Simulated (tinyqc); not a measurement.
Current of a Schottky diode by thermionic-emission-diffusion theory, and its read-back from I-V-T and C-V data. Changing the doping N. Computed by tinyqc, a small Python program. Command: `OMP_NUM_THREADS=1 python tinyqc.py 3014508 3014509 out.jsonl schottky sweep`. One thread of a shared host (Intel(R) Xeon(R) Processor @ 2.30GHz), about 0.01 s of CPU time with the checks.

Full ionisation, no tunnelling, no recombination current. V is the voltage across the junction itself, forward positive.

Inputs (values chosen for the exercise, modelled on n-type Ga2O3):
```
quantity                                     value           unit
Richardson constant A*                        33.9   A/(cm^2 K^2)
effective density of states at 300 K, N_c  3.6e+18         1/cm^3
permittivity eps                              10.2              -
mobility mu                                    150     cm^2/(V s)
barrier without image force phi_0             1.29             eV
series resistance R_s                         0.45  milliohm cm^2
junction voltage V                            0.45              V
temperature T                                  250              K
```

Barrier: uniform.

Constants: k_B = 8.617333262e-05 eV/K; e = 1.602176634e-19 C; eps_0 = 8.8541878128e-12 F/m.

Method:
- N_c(T) = N_c (T/300 K)^(3/2); V_bi = phi_0 - (k_B T/e) ln(N_c(T)/N); surface field F = sqrt(2 e N (V_bi - V - k_B T/e)/(eps eps_0)); image lowering d_phi = sqrt(e F/(4 pi eps eps_0)); effective barrier phi = phi_0 - d_phi.
- Collection velocity v_R = A* T^2/(e N_c(T)); diffusion velocity v_D = mu F; J = e N_c(T) v_R/(1 + v_R/v_D) exp(-phi/k_B T) [exp(e V/k_B T) - 1].
- Terminal voltage V + J R_s.
- Ideality n = (e/k_B T)/(d ln J/dV) by a central difference of +/- 1 mV; J_0 = J exp(-e V/(n k_B T)); apparent barrier phi_IV = k_B T ln(A* T^2/J_0); a C-V plot gives phi_CV = phi_0, the mean without lowering.

One run for each value:
```
doping N (1/cm^3)  ideality factor n  image lowering (meV)  current density J (A/cm^2)  v_D (cm/s)
1.00e+14                      1.0195                 8.065                  4.4940e-12  6.9113e+05
3.00e+14                      1.0185                10.718                  8.1907e-12  1.2205e+06
9.20e+14                      1.0173                14.319                  1.4917e-11  2.1784e+06
2.80e+15                      1.0163                19.085                  2.6634e-11  3.8703e+06
8.50e+15                      1.0158                25.414                  4.7138e-11  6.8626e+06
2.60e+16                      1.0163                33.897                  8.5317e-11  1.2209e+07
7.80e+16                      1.0181                44.975                  1.6257e-10  2.1492e+07
2.40e+17                      1.0216                60.046                  3.5591e-10  3.8310e+07
7.20e+17                      1.0268                79.629                  9.2812e-10  6.7372e+07
```

What does the table show, and why?

Over the rows, ideality factor n goes from 1.02 through a minimum among these rows, 1.02 at 8.50e15, to 1.03; image lowering (meV) rises from 8.07 to 79.6 (exponent d ln y / d ln x about 0.26 throughout); current density J (A/cm^2) rises from 4.49e-12 to 9.28e-10 (exponent d ln y / d ln x 0.55 between the first rows and 0.87 between the last). The exponent of image lowering stays between 0.26 and 0.26, near 0.25: F grows as N^(1/2) and the lowering as F^(1/2). Tunnelling, left out, adds to n at the high end.

Extremes, crossings and ranges named in words are read from the listed rows.
